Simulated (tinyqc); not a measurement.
Comparisons within one model: thresholds of impact ionisation and Auger recombination from band masses. A value that a table varies takes the place of the one given here.

Parabolic bands, no phonon. At threshold the three slow carriers share one velocity. With M their total mass and m4 the mass of the fast carrier, the fast carrier has the kinetic energy E_T = G M/(M - m4) and the slow ones together E_a = G m4/(M - m4), the activation energy of the Auger rate. CCCH (fast electron): G = Eg, M = 2 me + mh, m4 = me. CHHS (hole into the split-off band): G = Eg - Dso, M = 2 mh + me, m4 = ms; this form holds for Eg > Dso (below, the process needs about Dso - Eg and is marked by a dash). CHHL (hole into the light band): G = Eg, M = 2 mh + me, m4 = ml. CHHH (fast heavy hole): G = Eg, M = 2 mh + me, m4 = mh.

Non-parabolic fast electron: E (1 + alpha E) = c k^2/me with alpha = (1 - me)^2/Eg; the slow carriers stay parabolic, so E_T = Eg + me E_T (1 + alpha E_T)/M, M = 2 me + mh (the root between Eg and 1.9 Eg).

Constants: kB = 8.617333262e-05 eV/K; hc = 1239.841984 eV nm.

Parameters, chosen for this exercise (near those of InAs, gap at low temperature and not tied to T; shifted at random, so the results belong to these values and not to a real crystal): Eg = 0.418 eV (gap at Gamma to the s-like level); Dso = 0.396 eV (spin-orbit splitting); me = 0.0253 m0 (electron mass at Gamma); mh = 0.41 m0 (heavy-hole mass); ms = 0.146 m0 (split-off mass); ml = 0.027 m0 (light-hole mass); T = 300 K (temperature).

## The gap of an alloy series

Eg is varied with me and ml proportional to it; mh, ms and Dso are kept. E_a of three processes; wavelength hc/Eg.

Results:

| Eg (eV) | wavelength (micrometre) | me | CCCH (meV) | CCCH non-parabolic (meV) | CHHS (meV) | CHHL (meV) | log10 exp(-E_a/kT), non-parabolic |
|---|---|---|---|---|---|---|---|
| 0.125 | 9.92 | 0.0076 | 2.3 | 4.7 | - | 1.2 | -0.08 |
| 0.209 | 5.93 | 0.0126 | 6.3 | 13.1 | - | 3.4 | -0.22 |
| 0.314 | 3.95 | 0.0190 | 13.9 | 30.0 | - | 7.8 | -0.50 |
| 0.418 | 2.97 | 0.0253 | 24.3 | 53.7 | 4.6 | 13.8 | -0.90 |
| 0.522 | 2.38 | 0.0316 | 37.3 | 84.7 | 26.1 | 21.5 | -1.42 |
| 0.669 | 1.85 | 0.0405 | 60.1 | 141.4 | 55.8 | 35.4 | -2.37 |
| 0.836 | 1.48 | 0.0506 | 91.8 | 225.2 | 88.7 | 55.3 | -3.78 |

E_a of CCCH goes nearly as Eg^2 (power 1.95 over the table), as both G and me grow; the non-parabolic value goes with the power 2.04, and its Boltzmann factor spans 3.7 decades; rows with E_a far above kT are formal, since phonon-assisted processes and side valleys rule there. CHHS is resonant at Eg = Dso = 0.396 eV, with no activation, and is the easiest process near there; it has the lowest E_a of the parabolic values for Eg = 0.418 eV.

## The mass ratio

mu = me/mh is varied; thresholds in units of Eg for ionisation started by an electron, (1 + 2 mu)/(1 + mu), and by a heavy hole, (2 + mu)/(1 + mu).

Results:

| mu | electron (Eg) | hole (Eg) | electron (eV) | hole (eV) |
|---|---|---|---|---|
| 0.062 | 1.0584 | 1.9416 | 0.442 | 0.812 |
| 0.190 | 1.1597 | 1.8403 | 0.485 | 0.769 |
| 0.220 | 1.1803 | 1.8197 | 0.493 | 0.761 |
| 0.940 | 1.4845 | 1.5155 | 0.621 | 0.633 |
| 1.000 | 1.5000 | 1.5000 | 0.627 | 0.627 |
| 2.500 | 1.7143 | 1.2857 | 0.717 | 0.537 |
| 2.900 | 1.7436 | 1.2564 | 0.729 | 0.525 |

The two thresholds add up to 3 Eg in every row and are equal, 3/2 Eg, at mu = 1. The lighter carrier has the lower threshold; in the first row the two differ by 0.369 eV, which would favour one carrier in avalanche multiplication. Real ionisation rates depend on the whole band structure and can be nearly equal although the edge masses differ.

## What each parameter does

Activation energies. Each row changes one parameter from the base and keeps the others.

Results:

| case | CCCH (meV) | CCCH non-parabolic (meV) | CHHL (meV) |
|---|---|---|---|
| base | 24.29 | 53.68 | 13.79 |
| Eg = 0.3762 eV | 21.87 | 48.32 | 12.41 |
| Dso = 0.4356 eV | 24.29 | 53.68 | 13.79 |
| me = 0.0278 m0 | 26.54 | 59.25 | 13.75 |
| mh = 0.369 m0 | 26.82 | 60.16 | 15.33 |
| ms = 0.1314 m0 | 24.29 | 53.68 | 13.79 |
| ml = 0.0243 m0 | 24.29 | 53.68 | 12.37 |

The largest shifts from the base row, up to three for each result and ties (the steps differ in size, so this ranks the rows, not the parameters). CCCH (meV): mh +2.53, Eg -2.43, me +2.25; unchanged at the printed digits by Dso, ms and ml. CCCH non-parabolic (meV): mh +6.48, me +5.56, Eg -5.37; unchanged at the printed digits by Dso, ms and ml. CHHL (meV): mh +1.54, ml -1.42, Eg -1.38; unchanged at the printed digits by Dso and ms.

Computed by tinyqc, a small Python program: `OMP_NUM_THREADS=1 python tinyqc.py 1850961 1850962 out.jsonl` (the numbers bound the seed that draws the inputs); one thread of a shared host (Intel(R) Xeon(R) Processor @ 2.30GHz), about 0.01 s for the whole set of steps.
